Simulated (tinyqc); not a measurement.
A transmission-line measurement read back: specific resistance of a metal-semiconductor contact and its transmission-line measurement. Computed by tinyqc, a small Python program. Command: `OMP_NUM_THREADS=1 python tinyqc.py 3019845 3019846 out.jsonl contact walk`. One thread of a shared host (Intel(R) Xeon(R) Processor @ 2.30GHz), about 0.01 s of CPU time with the checks.

The barrier is parabolic (depletion approximation), energies E are normal energies counted from the band edge in the neutral semiconductor (downwards for holes), and the bias is zero. xi is an input, held fixed when other inputs move.

Inputs (values chosen for the exercise, modelled on n-type In0.53Ga0.47As):
```
quantity                                           value          unit
tunnelling mass m                                  0.043           m_0
permittivity eps                                    13.9             -
Richardson constant A*                              5.05  A/(cm^2 K^2)
barrier height phi_B                                0.18            eV
doping N                                         2.5e+19        1/cm^3
Fermi level above the band edge in the bulk, xi     0.52            eV
temperature T                                        400             K
sheet resistance R_sh                                6.6           ohm
contact length d                                   0.047    micrometre
contact width W                                      2.5    micrometre
```

Image-force lowering: included.

Constants: hbar = 1.054571817e-34 J s; eps_0 = 8.8541878128e-12 F/m; m_0 = 9.1093837015e-31 kg; k_B = 8.617333262e-05 eV/K; e = 1.602176634e-19 C.

Method:
- E_00 = (e hbar/2) sqrt(N/(eps eps_0 m)); band bending E_b = phi_B + xi; depletion width w = sqrt(2 eps eps_0 E_b/(e^2 N)). Image lowering d_phi = (e^3 N E_b/(8 pi^2 (eps eps_0)^3))^(1/4) (E_b in volts), and E_b - d_phi replaces E_b everywhere except in w.
- WKB transmission for E < E_b, with a = E/E_b: D = exp{-(E_b/E_00) [sqrt(1 - a) - a ln((1 + sqrt(1 - a))/sqrt(a))]}; D = 1 above.
- At zero bias 1/rho_c = (e A*/k_B^2) int D(E) f(E) dE, f = 1/(1 + exp((E - xi)/k_B T)); 200 Gauss-Legendre points from 0 to E_b, and k_B T ln(1 + exp((xi - E_b)/k_B T)) for the part above the barrier; the share of tunnelling is the part below.
- Transmission-line model: transfer length L_T = sqrt(rho_c/R_sh); R_c = (R_sh L_T/W) coth(d/L_T). Limits: rho_c/(W d) for d << L_T, sqrt(rho_c R_sh)/W for d >> L_T.
- Transmission-line model: transfer length L_T = sqrt(rho_c/R_sh); R_c = (R_sh L_T/W) coth(d/L_T). Two contacts a gap s apart give R = 2 R_c + R_sh s/W. A straight-line fit gives R_sh from the slope and R_c from the intercept; the simple reading takes L_x = R_c W/R_sh as the transfer length and rho_c = R_sh L_x^2.

R_c W = 16.9827 ohm micrometre

contact resistance R_c = 6.79307 ohm

specific contact resistance rho_c = 7.93331e-09 ohm cm^2

Resistances:
```
gap s (micrometre)  R (ohm)
2.6                   20.45
5.1                   27.05
10.0                  39.99
21.0                  69.03
41.0                 121.83
```

L_x = 2.5731 micrometre

rho_c by the simple reading = 4.3699e-07 ohm cm^2

simple reading over true value = 55.082

The simple reading is 55.1 times too high, the factor coth^2(d/L_T): it holds only for d above about 2 L_T.
